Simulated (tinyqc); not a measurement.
# Lossy on-chip transmission line with skin effect: what changes with what

A uniform line in a homogeneous dielectric: c = sqrt(er)/(c0 Z0), l = Z0 sqrt(er)/c0 (c0 = 299792458 m/s), g = w c td, w = 2 pi f. The resistance joins its limits as r = sqrt(r_dc^2 + r_hf^2), with r_dc = rho/(wd th), r_hf = kr rho/(2 delta (wd + th)), delta = sqrt(rho/(pi f mu0)), mu0 = 4 pi 1e-7 H/m; this is an interpolation, and internal inductance, up to 0.05 nH/mm at low frequency, is neglected.

Values chosen for this exercise: width of the strip wd = 2.8 um; thickness of the strip th = 0.66 um; resistivity rho = 2.9 uohm cm; relative permittivity er = 4.2; loss tangent td = 0.002; lossless impedance sqrt(l/c) Z0 = 50 ohm; factor for crowding and the return path kr = 2; length len = 2.2 mm; source resistance Rg = 50 ohm; load resistance RL = 50 ohm; load capacitance CL = 0 fF; frequency f = 1 GHz.

Each table varies one quantity; the others keep the values above.

## Line properties against frequency

gamma = sqrt((r + i w l)(g + i w c)) = alpha + i beta, Zc = sqrt((r + i w l)/(g + i w c)), roots with positive real part; loss 8.685889638 alpha in dB; phase velocity w/beta. ZL = 1/(1/RL + i w CL); reflection (ZL - Zc)/(ZL + Zc); Zin = Zc (ZL + Zc tanh(gamma len))/(Zc + ZL tanh(gamma len)); H = V_load/V_source = [Zin/(Zin + Rg)]/[cosh(gamma len) + (Zc/ZL) sinh(gamma len)].

Line properties against frequency:

| f (GHz) | r (ohm/mm) | r/(w l) | loss (dB/mm) | \|Zc\| (ohm) | phase velocity over c0 | length in wavelengths | \|H\| (dB) |
|---|---|---|---|---|---|---|---|
| 0.01 | 15.70 | 730.8 | 0.07134 | 1352 | 0.02553 | 0.002874 | -8.597 |
| 0.03 | 15.70 | 243.7 | 0.1234 | 780.6 | 0.04416 | 0.004986 | -8.598 |
| 0.09 | 15.72 | 81.33 | 0.2130 | 450.9 | 0.07612 | 0.008676 | -8.601 |
| 0.3 | 15.78 | 24.50 | 0.3842 | 247.6 | 0.1367 | 0.01610 | -8.610 |
| 0.8 | 15.93 | 9.275 | 0.6097 | 152.7 | 0.2149 | 0.02732 | -8.632 |
| 2 | 16.29 | 3.793 | 0.9031 | 99.02 | 0.3113 | 0.04715 | -8.688 |
| 7 | 17.70 | 1.177 | 1.366 | 62.14 | 0.4328 | 0.1187 | -8.947 |
| 20 | 20.92 | 0.4870 | 1.776 | 52.73 | 0.4749 | 0.3090 | -9.776 |
| 60 | 28.64 | 0.2222 | 2.495 | 50.61 | 0.4851 | 0.9077 | -11.49 |

Read the table: what changes, and by how much?

r equals w l at 8.42 GHz: below it |Zc| and the delay grow as in an RC line, above it |Zc| tends to Z0 = 50 ohm and the velocity to 1/sqrt(er) = 0.488 c0. The loss goes as f^(0.50) between the first two rows and f^(0.31) between the last two. |H| is -8.60 dB in the first row and -11.5 dB in the last; between rows it can pass through resonances that the table doesn't show.

## Effect of the length

Same model as above.

The same in every row: r (ohm/mm) = 15.99; r/(w l) = 7.448; loss (dB/mm) = 0.6741; |Zc| (ohm) = 137.1; phase velocity over c0 = 0.2367.

Result of one run:

| len (mm) | length in wavelengths | \|H\| (dB) |
|---|---|---|
| 0.67 | 0.009442 | -6.905 |

What becomes of these results when the length len is changed from 0.67 to 1.2 mm, all else the same?

Result of the changed run:

| len (mm) | length in wavelengths | \|H\| (dB) |
|---|---|---|
| 1.2 | 0.01691 | -7.546 |

The whole series:

| len (mm) | length in wavelengths | \|H\| (dB) |
|---|---|---|
| 0.22 | 0.003100 | -6.321 |
| 0.38 | 0.005355 | -6.533 |
| 0.67 | 0.009442 | -6.905 |
| 1.2 | 0.01691 | -7.546 |
| 2.1 | 0.02959 | -8.538 |
| 3.6 | 0.05073 | -9.980 |
| 6.3 | 0.08878 | -12.13 |
| 11 | 0.1550 | -15.20 |

As len goes from 0.22 to 11, the loss stays at 0.674 dB/mm, |Zc| stays at 137 ohm and |H| goes from -6.32 to -15.2 dB, with its highest value among the rows, -6.32 dB, at len = 0.22.

Program tinyqc, `OMP_NUM_THREADS=1 python tinyqc.py 2810157 2810158 out.jsonl`; Intel Xeon 2.30GHz, shared host, one thread, about 0.01 s.
